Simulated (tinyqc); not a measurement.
# Avrami exponent and activation energy from three anneals

Problem. Isothermal crystallisation follows X = 1 - exp(-(k t)^n) with k proportional to exp(-Ec q/(kB T)). Find n, k at both temperatures and Ec.

Constants: q = 1.602176634e-19 C, kB = 1.380649e-23 J/K. Results are converted to the units shown.

X at (436 K, 920 s), (436 K, 1840 s) and (456 K, 33 s): [0.11914995, 0.86864950, 0.32139768]

Answer. -ln(1 - X) = (k t)^n: the two times give n, and the two rates give Ec.

n = 4.000
k at 436 K = 6.487e-4 1/s
k at 456 K = 0.02391 1/s
Ec = 3.090 eV

Computed by the program tinyqc: `OMP_NUM_THREADS=1 python tinyqc.py 2490067 2490068 out.jsonl`, one thread of a shared Intel Xeon 2.30GHz, about 0.03 s for the whole run.
